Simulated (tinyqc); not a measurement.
Phonon and roughness prefactors from two fields.

Question. At 300 K and high field 1/mu = E^(1/3)/Ap + E^gs/As, E in MV/cm. Find Ap and As.

Parameters, values chosen for the exercise:
```
symbol  value  unit                         meaning
gs          2        exponent of the roughness term
```

mu at E = 0.52 and 1.01 MV/cm (cm^2/(V s)): 480.28755  318.06880

Answer. Two linear equations in 1/Ap and 1/As.

Ap = 431 cm^2/(V s)
As = 1.25e3 cm^2/(V s)

Program tinyqc, `OMP_NUM_THREADS=1 python tinyqc.py 2510162 2510163 out.jsonl`; Intel Xeon 2.30GHz, shared host, one thread, about 0.01 s.
